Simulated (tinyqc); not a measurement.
# Gain factor and gap resistance from two string resistances

Inverse problem. At small bit-line voltage each of the 64 cells has the resistance 1/(K x) at overdrive x (no mobility reduction) in series with a gap resistance Rg. Find K, Rg and the share of the gaps at the higher overdrive.

resistance of a string of 64 equal cells at overdrives of 3.4 and 8.3 V (kohm): [3056.3765, 1320.0193]

Solution. The resistance per cell is a straight line in 1/x with slope 1/K and intercept Rg.

K = 6.400 uA/V^2
Rg = 1.800 kohm
share of the gaps = 8.727 %

Numbers from tinyqc (`OMP_NUM_THREADS=1 python tinyqc.py 2142214 2142215 out.jsonl`; about 0.6 s on one thread of a shared Intel Xeon 2.30GHz).
